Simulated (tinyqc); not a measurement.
## Bandgap voltage reference from two bipolar transistors: effect of the output resistor at T0

Two transistors of area 1 and N carry the same current I. Is(T) = Is (T/T0)^eta exp[(Vg0 q/kB)(1/T0 - 1/T)], VBE1 = Vt ln(I/Is(T)) + I rb, VBE2 = Vt ln(I/(N Is(T))) + I rb/N. The amplifier forces I R1(T) = VBE1 - VBE2 + Vos, with R(T) = R (1 + tc (T - T0)) for both resistors, and the output is Vref = VBE1 + I R2(T). Base currents and the Early effect are neglected.

Vt = kB T/q; I = (Vt ln N + Vos)/(R1(T) - rb (1 - 1/N)). Box coefficient: span of Vref between 233 and 398 K over its average over T and over 165 K. The last column is the R2 that gives zero slope at T0.

Parameters, values chosen for the exercise; values of the order met in silicon bipolar transistors:
- T0 = 300 K (reference temperature)
- Vg0 = 1.176 V (band-gap voltage extrapolated to 0 K)
- eta = 3.5 (temperature exponent of the saturation current)
- Is = 1.9e-16 A (saturation current of the unit transistor at T0)
- N = 24 (area ratio of the second transistor)
- R1 = 14 kohm (resistor across which the difference of VBE falls, at T0)
- tc = 0 ppm/K (temperature coefficient of both resistors)
- Vos = -0.8 mV (offset of the amplifier)
- rb = 0 ohm (series resistance of the unit transistor)

Constants: q = 1.602176634e-19 C, kB = 1.380649e-23 J/K. Results are converted to the units shown.

Effect of the output resistor at T0:

| R2 (kohm) | I at T0 (uA) | Vref at T0 (V) | slope at T0 (uV/K) | box coefficient (ppm/K) | R2 for zero slope (kohm) |
|---|---|---|---|---|---|
| 96.6 | 5.811 | 1.186 | -164.4 | 146.1 | 105.0 |
| 99.75 | 5.811 | 1.204 | -102.8 | 92.48 | 105.0 |
| 102.9 | 5.811 | 1.222 | -41.14 | 41.02 | 105.0 |
| 105 | 5.811 | 1.234 | -0.05710 | 15.38 | 105.0 |
| 107.1 | 5.811 | 1.247 | 41.02 | 27.94 | 105.0 |
| 110.3 | 5.811 | 1.265 | 103.6 | 75.26 | 105.0 |
| 113.4 | 5.811 | 1.283 | 164.3 | 121.3 | 105.0 |

As R2 goes from 96.6 to 113.4, Vref rises from 1.186 to 1.283 V and the box coefficient goes from 146 through a minimum of 15.4 (at R2 = 105 among the rows listed) to 121 ppm/K. One per cent in R2 moves the slope by 20.5 uV/K.

Program tinyqc, `OMP_NUM_THREADS=1 python tinyqc.py 2062085 2062086 out.jsonl`; Intel Xeon 2.30GHz, shared host, one thread, about 0.03 s.
